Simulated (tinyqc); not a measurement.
# Worked calculation: drifting, spreading and decaying minority pulse (Haynes-Shockley), Crank-Nicolson time steps

tinyqc, about 0.01 s, one thread, Intel Xeon 2.30GHz (shared host): `OMP_NUM_THREADS=1 python tinyqc.py 2310113 2310114 out.jsonl` Printed values are rounded.

Low injection in a uniform field: dn/dt = D d2n/dx2 - v dn/dx - n/tau with D = mu Vt and v = mu F towards +x. Exact solution on an infinite bar for a Gaussian start at x0: n = N0 exp(-t/tau) exp(-(x - x0 - v t)^2/(2 s^2))/sqrt(2 pi s^2), s^2 = s0^2 + 2 D t.

Values chosen for this exercise; mobility close to that of silicon at room temperature: temperature T = 350 K; minority-carrier mobility mu = 1340 cm^2/(V s); sweep field along the drift F = 24 V/cm; mesh step hx = 35 um; lifetime tau = 1.1e-6 s; injected sheet density N0 = 2e11 cm^-2; time step dt = 9.2e-8 s; initial width (standard deviation) s0 = 43 um.

Constants: q = 1.602176634e-19 C, kB = 1.380649e-23 J/K, Vt = kB T/q. Results are converted to the units shown.

## Coefficients of the scheme

Exponentially fitted fluxes: d = F hx/Vt, B(d) = d/(exp(d) - 1), k = D dt/hx^2; (L n)_i = a n_(i-1) + b n_i + c n_(i+1) with a = k B(-d), c = k B(d), b = -a - c - dt/tau. Explicit steps keep n positive for dt up to 1/[(D/hx^2)(B(d) + B(-d)) + 1/tau].

D = 40.4153 cm^2/s
v = 32160 cm/s
d = 2.78508
a = 0.900959
b = -1.04021
c = 0.0556107
positivity limit of dt = 8.84440e-8 s

dt is 1.0 times the explicit limit. On this mesh the fitted flux acts like a diffusion coefficient (d/2) coth(d/2) D = 1.58 D for a travelling pulse, before the error of the time steps.

## Initial pulse

Nodes x_i = i hx, i = 1 to 12, n = 0 at nodes 0 and 13; the Gaussian at t = 0 with x0 = 4 hx.

| node | n at t = 0 (1e13 cm^-3) |
|---|---|
| 1 | 0.09412 |
| 2 | 0.49319 |
| 3 | 1.33232 |
| 4 | 1.85555 |
| 5 | 1.33232 |
| 6 | 0.49319 |
| 7 | 0.09412 |
| 8 | 0.00926 |
| 9 | 0.00047 |
| 10 | 0.00001 |
| 11 | 0.00000 |
| 12 | 0.00000 |

## Step 1: densities after a time step

(L n)_i = a n_(i-1) + b n_i + c n_(i+1), n = 0 beyond the ends. Crank-Nicolson step: solve n(new) - L n(new)/2 = n + L n/2.

| node | n at t = 1 dt (1e13 cm^-3) |
|---|---|
| 1 | 0.04300 |
| 2 | 0.23337 |
| 3 | 0.69246 |
| 4 | 1.23514 |
| 5 | 1.36320 |
| 6 | 0.96474 |
| 7 | 0.46504 |
| 8 | 0.16962 |
| 9 | 0.05345 |
| 10 | 0.01607 |
| 11 | 0.00479 |
| 12 | 0.00142 |

## Step 2: densities after a time step

As before.

| node | n at t = 2 dt (1e13 cm^-3) |
|---|---|
| 1 | 0.01989 |
| 2 | 0.11151 |
| 3 | 0.35704 |
| 4 | 0.74517 |
| 5 | 1.05395 |
| 6 | 1.04316 |
| 7 | 0.75262 |
| 8 | 0.41891 |
| 9 | 0.19302 |
| 10 | 0.07875 |
| 11 | 0.02983 |
| 12 | 0.01071 |

## Step 3: densities after a time step

As before.

| node | n at t = 3 dt (1e12 cm^-3) |
|---|---|
| 1 | 0.09300 |
| 2 | 0.53734 |
| 3 | 1.83141 |
| 4 | 4.27697 |
| 5 | 7.15534 |
| 6 | 8.82605 |
| 7 | 8.27131 |
| 8 | 6.10721 |
| 9 | 3.71057 |
| 10 | 1.94237 |
| 11 | 0.91231 |
| 12 | 0.39259 |

## Course in time

The same steps, now on nodes 1 to 60 (n = 0 at nodes 0 and 61), for 24 steps; centre = sum x n/sum n. Deviations are from the exact pulse, as a share of its largest value on the nodes; a run counts as stable if they stay under 100 %.

Course of the iteration:

| step | hx sum n (cm^-2) | centre (um) | most negative n (cm^-3), 0 if none | largest deviation (% of the peak) |
|---|---|---|---|---|
| 1 | 1.83502e11 | 169.990 | 0 | 6.08 |
| 2 | 1.68712e11 | 199.693 | 0 | 9.15 |
| 3 | 1.55141e11 | 229.370 | 0 | 12.1 |
| 4 | 1.42674e11 | 259.031 | 0 | 13.6 |
| 5 | 1.31214e11 | 288.683 | 0 | 14.4 |
| 6 | 1.20677e11 | 318.329 | 0 | 14.8 |
| 7 | 1.10988e11 | 347.973 | 0 | 15.0 |
| 8 | 1.02077e11 | 377.614 | 0 | 15.4 |
| 9 | 9.38821e10 | 407.254 | 0 | 16.2 |
| ... | ... | ... | ... | ... |
| 16 | 5.22604e10 | 614.730 | 0 | 17.6 |
| 17 | 4.80650e10 | 644.369 | 0 | 17.7 |
| 18 | 4.42064e10 | 674.008 | 0 | 17.7 |
| 19 | 4.06575e10 | 703.647 | 0 | 17.6 |
| 20 | 3.73936e10 | 733.286 | 0 | 17.5 |
| 21 | 3.43916e10 | 762.925 | 0 | 17.7 |
| 22 | 3.16307e10 | 792.564 | 0 | 18.0 |
| 23 | 2.90914e10 | 822.203 | 0 | 18.1 |
| 24 | 2.67560e10 | 851.842 | 0 | 18.1 |

The run is stable. After 24 steps the deviation is 18 % of the peak. From step 1 to the last the centre has moved at 1.00 v and the content is 0.43 % below N0 exp(-t/tau). On an endless mesh these steps would give a speed of 1.00 v and a content of 0.999 times the exact one, from dt/tau = 0.0836 alone; the rest comes from the absorbing ends.
